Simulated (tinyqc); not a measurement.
# Frequency dispersion of an accumulation capacitance by border traps, distributed model: capacitance and loss against frequency

Traps spread evenly through the insulator exchange electrons with the semiconductor by tunnelling, with tau(x) = t0 exp(2 ka x) at depth x from the interface. The admittance per area Y seen at depth x obeys dY/dx = -Y^2/(i w eps0 eox) + q Nb ln(1 + i w tau)/tau, with Y(0) = i w Cs and w = 2 pi f; the gate sees Y(tox) = G + i w C. Working variable y = Y/(i w), in uF/cm^2. Cox = eps0 eox/tox.

Cox; trap-free value 1/(1/Cox + 1/Cs); response depth d = ln(1/(w t0))/(2 ka), where w tau = 1; lumped estimate: all traps within d act as C_bt = q Nb d placed at d/2, so C = 1/{1/[1/(1/Cs + d/(2 eps0 eox)) + C_bt] + (tox - d/2)/(eps0 eox)}. C and G from a fine integration; dispersion -d C/d log10 f over C, from f times and over 1.1. For a broad spread of time constants G/w is close to -(pi/2) dC/d ln w.

Values chosen for this exercise; permittivity close to that of aluminium oxide:
```
symbol,value,unit,meaning
eox,8.65,,relative permittivity of the insulator
tox,4.5,nm,insulator thickness
Cs,7.5,uF/cm^2,semiconductor capacitance in accumulation
Nb,1.8e19,cm^-3 eV^-1,density of border traps
ka,6.5,1/nm,decay constant of the wave function in the insulator
t0,3e-9,s,time constant of a trap at the interface
```

Constants: q = 1.602176634e-19 C, eps0 = 8.8541878128e-14 F/cm where lengths are in cm. Results are converted to the units shown.

The same in every row: trap-free C (uF/cm^2) = 1.387.

Results:
```
f (Hz),d (nm),C (uF/cm^2),G/w (uF/cm^2),dispersion (% a decade),-(pi/2) dC/d ln w (uF/cm^2),lumped C (uF/cm^2)
10,1.191,1.420,0.005620,0.5790,0.005611,1.415
100,1.014,1.413,0.004827,0.4999,0.004818,1.409
1000,0.8368,1.406,0.004091,0.4255,0.004082,1.403
1e5,0.4826,1.396,0.002788,0.2918,0.002780,1.394
1e6,0.3055,1.393,0.002219,0.2332,0.002216,1.391
1e7,0.1284,1.390,0.001661,0.1793,0.001700,1.389
```

Estimate the missing row, f = 10000 Hz.

Computed row:
```
f (Hz),d (nm),C (uF/cm^2),G/w (uF/cm^2),dispersion (% a decade),-(pi/2) dC/d ln w (uF/cm^2),lumped C (uF/cm^2)
10000,0.6597,1.401,0.003411,0.3560,0.003402,1.398
```

With this row back in the table: C falls from 1.420 to 1.390 uF/cm^2, towards the trap-free 1.387; each decade of frequency removes ln 10/(2 ka) = 0.177 nm from the response depth. The dispersion falls from 0.579 to 0.179 % a decade and G/w falls from 0.00562 to 0.00166 uF/cm^2. G/w lies between 0.977 and 1.00 times -(pi/2) dC/d ln w, the relation for a broad spread of time constants.

Computed by the program tinyqc: `OMP_NUM_THREADS=1 python tinyqc.py 2202233 2202234 out.jsonl`, one thread of a shared Intel Xeon 2.30GHz, about 0.5 s for the whole run.
